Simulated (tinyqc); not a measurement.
Pi bands of a honeycomb layer in tight binding, step by step. Values are carried at full precision from step to step, so a last printed digit may differ when a step is redone from the rounded ones.

Lattice vectors a (1,0) and a (1/2, sqrt3/2); f = exp(i ky a/sqrt3) + 2 cos(kx a/2) exp(-i ky a/(2 sqrt3)), w = |f|. H = [[D - t2 F, -t f], [., -D - t2 F]] with F = w^2 - 3, S = [[1, s0 f], [., 1]]; the levels solve det(H - E S) = 0. K = (4 pi/3a, 0), M = (pi/a, pi/(sqrt3 a)); w = 3, 1, 0 at Gamma, M, K.

Constants: hbar = 6.58211957e-16 eV s; hbar^2/2m0 = 3.80998211 eV angstrom^2.

Inputs chosen for the exercise (of the size used for hexagonal BN; shifted at random, so the results belong to these values and not to a real crystal):
```
symbol  value         unit        meaning
a       2.5           angstrom    lattice constant
t       2.38          eV          nearest hopping
t2      0             eV          second-neighbour hopping
s0      0                         overlap of neighbours
D       2.73          eV          +D on A, -D on B
k       (1.55, 0.77)  1/angstrom  wave vector
```

## H and S at one k

Form f, w, F and the two matrices.

f = -0.16577+1.27461i
w = 1.28534
F = -1.34790

H (eV), rows A, B and columns alike:
```
[[2.7300, 0.3945-3.0336i],
 [0.3945+3.0336i, -2.7300]]
```

S, rows A, B and columns alike:
```
[[1.00000, 0],
 [0, 1.00000]]
```

## The secular equation

det(H - E S) = 0 reads (e - E)^2 - D^2 - (t + s0 E)^2 w^2 = 0 with e = -t2 (w^2 - 3), that is c2 E^2 + 2 c1 E + c0 = 0 with c2 = 1 - s0^2 w^2, c1 = -(e + t s0 w^2), c0 = e^2 - D^2 - t^2 w^2.

c2, c1, c0: [1.0000, 0.0000, -16.8111]

levels (eV): [-4.1001, 4.1001]

## Levels at Gamma, M and K

Solve the quadratic (e - E)^2 - D^2 - (t + s0 E)^2 w^2 = 0 with e = -t2 (w^2 - 3), for w = 3, 1, 0.

Levels (eV):
```
point  w    lower   upper  difference
Gamma  3  -7.6441  7.6441     15.2882
M      1  -3.6218  3.6218      7.2436
K      0  -2.7300  2.7300      5.4600
```

Measured from the middle of the levels at K (0.000 eV), the upper band reaches 7.644 eV and the lower -7.644 eV at Gamma: mirror images, as neither overlap nor t2 is present. The saddle points at M give the absorption peak at 7.244 eV in this one-electron picture.

## Near K

w = (sqrt3/2) a q to first order in the distance q from K. Effective hopping t* = t + 3 t2 s0, hbar v = (sqrt3/2) a t*, v in m/s = hbar v x 1e-10/hbar; band-edge masses follow from E^2 = D^2 + (hbar v q)^2 when t2 = s0 = 0: m/m0 = 2 c D/(hbar v)^2, c = hbar^2/2m0.

hbar v = 5.1529 eV angstrom
v = 7.829e+05 m/s
mass = 0.7835 m0

## Checks

- Roots of the quadratic against the generalised eigenproblem: they agree to 1e-10 or better.

Computed by tinyqc, a small Python program: `OMP_NUM_THREADS=1 python tinyqc.py 1452098 1452099 out.jsonl` (the numbers bound the seed that draws the inputs); one thread of a shared host (Intel(R) Xeon(R) Processor @ 2.30GHz), about 0.01 s for the whole set of steps.
